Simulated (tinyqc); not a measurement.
Gap voltage and exponent from three temperatures.

Inverse problem. At constant current VBE(T) = Vg0 - a T - eta (kB T/q) ln T, where a is a constant. Find Vg0, eta and dVBE/dT at the middle temperature.

Constants: q = 1.602176634e-19 C, kB = 1.380649e-23 J/K. Results are converted to the units shown.

T (K): 233  253  390
VBE at a constant current (V): 0.7566406340  0.7143602037  0.4134775782

Answer. The relation is linear in Vg0, a and eta, so three points give a linear system; the slope is (VBE - Vg0 - eta kB T/q)/T. eta rests on the curvature of VBE(T) alone, so real fits need accuracy of some tens of microvolts or better.

Vg0 = 1.176 V
eta = 3.500
dVBE/dT = -2.126 mV/K

Numbers from tinyqc (`OMP_NUM_THREADS=1 python tinyqc.py 2062085 2062086 out.jsonl`; about 0.03 s on one thread of a shared Intel Xeon 2.30GHz).
